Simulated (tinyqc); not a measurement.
From one set of inputs to another, one input at a time: out-diffusion of a doped substrate or buried layer into a growing epitaxial film. Computed by tinyqc, a small Python program. Command: `OMP_NUM_THREADS=1 python tinyqc.py 3020823 3020824 out.jsonl buried ladder`. One thread of a shared host (Intel(R) Xeon(R) Processor @ 2.30GHz), about 0.01 s of CPU time with the checks.

x is counted from the original substrate surface into the film, whose surface moves as x = v t. Substrate dopant has one diffusivity; the dopant of the film is taken as uniform.

The inputs printed are set A. Set A is modelled on boron in silicon; the values taken over come from a set modelled on arsenic in silicon. Inputs not listed in the table keep their values of set A, so the rows need not describe a real material.

Inputs (values chosen for the exercise, modelled on boron in silicon):

| quantity | value | unit |
|---|---|---|
| prefactor D0 | 0.98 | cm^2/s |
| activation energy E | 3.52 | eV |
| substrate concentration C_s | 2.9e+19 | 1/cm^3 |
| film doping C_e | 1.3e+16 | 1/cm^3 |
| growth rate v | 2.5 | um/min |
| film thickness d | 4.6 | um |
| growth temperature T | 1175 | C |
| autodoping level at the start, as a share of C_s | 0.0001 | - |
| decay length of autodoping | 0.42 | um |
| later thermal budget (Dt)2 | 2.6e-12 | cm^2 |

Film doping: opposite type.

Constants: k_B = 8.617333262e-05 eV/K.

Method:
- D = D0 exp(-E/(k_B T)); growth time t = d/v; l = 2 sqrt(D t); growth number G = v t/l = d/l; 1 um = 1e-4 cm.
- Temperatures in kelvin are T(C) + 273.15.
- After growth and the later budget: l2 = 2 sqrt(D t + (Dt)2); C(x) = (C_s/2) erfc(x/l2) + share x C_s exp(-x/decay length) for x > 0 (autodoping taken as unchanged by the later budget). The transition x_t solves C(x) = C_e, the metallurgical junction.
- Usable film = d - x_t. Also give x_t for the erfc term alone, after growth and after the later budget.

Each row keeps all changes above it:

| input moved | from | to | x_t after growth, erfc alone (um) | x_t with autodoping (um) | growth number G |
|---|---|---|---|---|---|
| set A | - | - | 0.3663 | 0.3770 | 29.49 |
| later thermal budget (Dt)2 (cm^2) | 2.6e-12 | 7.5e-11 | 0.3663 | 0.5502 | 29.49 |
| prefactor D0 (cm^2/s) and activation energy E (eV) | 0.98, 3.52 | 9.21, 3.97 | 0.1851 | 0.4499 | 58.37 |
| film thickness d (um) | 4.6 | 0.83 | 0.0786 | 0.4173 | 24.80 |
| substrate concentration C_s (1/cm^3) | 2.9e+19 | 3.8e+18 | 0.0640 | 0.3379 | 24.80 |
| film doping C_e (1/cm^3) | 1.3e+16 | 7.7e+15 | 0.0680 | 0.3593 | 24.80 |
| growth temperature T (C) | 1175 | 1100 | 0.0285 | 0.3540 | 59.11 |

x_t after growth, erfc alone goes from 0.366 to 0.0285, a factor 0.0779 in all. The largest single move comes from growth temperature T (a factor 0.419). x_t with autodoping goes from 0.377 to 0.354, a factor 0.939 in all. The largest single move comes from later thermal budget (Dt)2 (a factor 1.46), but it runs against the net change; the largest move in the direction of the net change is substrate concentration C_s (a factor 0.810). Growth number G goes from 29.5 to 59.1, a factor 2.00 in all. The largest single move comes from growth temperature T (a factor 2.38), and film thickness d works against it (a factor 0.425). The single moves hold for this order of the switches; the total does not depend on the order.

Caution (rows set A, later thermal budget (Dt)2, prefactor D0, film thickness d): the substrate doping is comparable to or above the intrinsic density at growth temperature, so the diffusivity may be higher on that side.

Extremes, crossings and ranges named in words are read from the listed rows.
